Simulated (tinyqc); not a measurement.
# Bandgap voltage reference from two bipolar transistors: effect of the offset of the amplifier

Two transistors of area 1 and N carry the same current I. Is(T) = Is (T/T0)^eta exp[(Vg0 q/kB)(1/T0 - 1/T)], VBE1 = Vt ln(I/Is(T)) + I rb, VBE2 = Vt ln(I/(N Is(T))) + I rb/N. The amplifier forces I R1(T) = VBE1 - VBE2 + Vos, with R(T) = R (1 + tc (T - T0)) for both resistors, and the output is Vref = VBE1 + I R2(T). Base currents and the Early effect are neglected.

Vt = kB T/q; I = (Vt ln N + Vos)/(R1(T) - rb (1 - 1/N)). Box coefficient: span of Vref between 233 and 398 K over its average over T and over 165 K. The last column is the R2 that gives zero slope at T0.

Inputs (values chosen for the exercise); values of the order met in silicon bipolar transistors: reference temperature T0 = 298 K; band-gap voltage extrapolated to 0 K Vg0 = 1.205 V; temperature exponent of the saturation current eta = 3.5; saturation current of the unit transistor at T0 Is = 5.7e-17 A; area ratio of the second transistor N = 10; resistor across which the difference of VBE falls, at T0 R1 = 34 kohm; temperature coefficient of both resistors tc = 0 ppm/K; series resistance of the unit transistor rb = 35 ohm; output resistor at T0 R2 = 380.4 kohm.

Constants: q = 1.602176634e-19 C, kB = 1.380649e-23 J/K. Results are converted to the units shown.

Result of one run:
```
Vos (mV)  I at T0 (uA)  Vref at T0 (V)  slope at T0 (uV/K)  box coefficient (ppm/K)  R2 for zero slope (kohm)
0                1.741           1.282               43.61                    27.87                     372.9
```

What becomes of these results when the offset of the amplifier Vos is changed from 0 to 1 mV, all else the same?

Result of the changed run:
```
Vos (mV)  I at T0 (uA)  Vref at T0 (V)  slope at T0 (uV/K)  box coefficient (ppm/K)  R2 for zero slope (kohm)
1                1.770           1.294               43.62                    27.63                     372.9
```

The whole series:
```
Vos (mV)  I at T0 (uA)  Vref at T0 (V)  slope at T0 (uV/K)  box coefficient (ppm/K)  R2 for zero slope (kohm)
-5               1.594           1.224               43.96                    29.44                     372.9
-3               1.652           1.247               43.73                    28.73                     372.9
-1               1.711           1.271               43.62                    28.13                     372.9
0                1.741           1.282               43.61                    27.87                     372.9
1                1.770           1.294               43.62                    27.63                     372.9
3                1.829           1.317               43.71                    27.20                     372.9
5                1.888           1.340               43.89                    26.83                     372.9
```

As Vos goes from -5 to 5, Vref rises from 1.224 to 1.340 V and the box coefficient falls from 29.4 to 26.8 ppm/K. Each mV of offset moves Vref by 11.6 mV, about R2/R1 = 11.2 plus the change of VBE1 with the current.

Program tinyqc, `OMP_NUM_THREADS=1 python tinyqc.py 2062171 2062172 out.jsonl`; Intel Xeon 2.30GHz, shared host, one thread, about 0.02 s.
